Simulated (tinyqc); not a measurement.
Phonon transmission through an interface between two chains by Green functions: one step, computed by the program tinyqc.

Two semi-infinite chains (masses m_1, m_2; springs k_1, k_2), motion along the chain. The central region holds the end atom of each chain and two interlayer atoms of mass m_b, joined by springs k_b. lambda = omega^2 in eV/(angstrom^2 u); nu = 15.6333042 THz x sqrt(lambda).

Question. Transmission at the probe frequency. A = lambda M - K - Sigma over the central atoms, with K_ii the sum of the springs at i, K_(i,i+1) = -k_b; G = inverse of A; transmission = Gamma_1 Gamma_2 |G_(first,last)|^2.

Atoms in the interlayer: two.

A (complex symmetric) (eV/angstrom^2), rows end of 1, layer 1, layer 2, end of 2:
$$\begin{pmatrix}
3.570534+5.591880i & 2.490000 & 0.000000 & 0.000000 \\
2.490000 & 6.351492 & 2.490000 & 0.000000 \\
0.000000 & 2.490000 & 6.351492 & 2.490000 \\
0.000000 & 0.000000 & 2.490000 & 8.286654+4.259206i
\end{pmatrix}$$

Gamma_1 = 11.18376 eV/angstrom^2

Gamma_2 = 8.518412 eV/angstrom^2

Give: G_(first,last); transmission.

Answer.

G_(first,last) = 0.0011955+0.0088492i angstrom^2/eV

transmission = 0.0075965
